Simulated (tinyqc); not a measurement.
Binary melting diagram from solution models of liquid and solid: one step, computed by the program tinyqc.

x is the fraction of B. In a phase with interaction L: mu_A = G_A + R T ln(1 - x) + L x^2, mu_B = G_B + R T ln x + L (1 - x)^2. Melting: G(liquid) - G(solid) = H (1 - T/T_m) for each pure component.

Problem. Tie line by Newton steps. Equal potentials: F_A = dG_A + R T ln[(1 - xl)/(1 - xs)] + L_L xl^2 - L_S xs^2 = 0, F_B = dG_B + R T ln(xl/xs) + L_L (1 - xl)^2 - L_S (1 - xs)^2 = 0. Newton steps from the ideal values with the exact Jacobian, halved if x would leave (0, 1); stop below 1e-12, residuals under 1e-7 shown as 0.

Inputs (values chosen for the exercise, modelled on Si-Ge):

| quantity | value | unit |
|---|---|---|
| melting point T_A | 1687 | K |
| melting point T_B | 1211 | K |
| heat of melting H_A | 50.2 | kJ/mol |
| heat of melting H_B | 37.2 | kJ/mol |
| liquid interaction L_L | 6 | kJ/mol |
| solid interaction L_S | 3.6 | kJ/mol |

Diagram: complete solid solution (lens).

T = 1387.12 K

Constants: R = 8.314462618 J/(mol K).

Give: Iteration; liquidus xl; solidus xs.

Solution.

Iteration:

| step | xl | xs | F_A (kJ/mol) | F_B (kJ/mol) |
|---|---|---|---|---|
| 1 | 0.7572 | 0.4737 | 2.633e+00 | -6.435e-01 |
| 2 | 0.8323 | 0.4874 | -6.642e-01 | -1.534e-02 |
| 3 | 0.8181 | 0.4782 | -3.682e-02 | 1.297e-03 |
| 4 | 0.8172 | 0.4777 | -1.138e-04 | 2.080e-06 |
| 5 | 0.8172 | 0.4777 | 0 | 0 |
| 6 | 0.8172 | 0.4777 | 0 | 0 |

liquidus xl = 0.8172

solidus xs = 0.4777
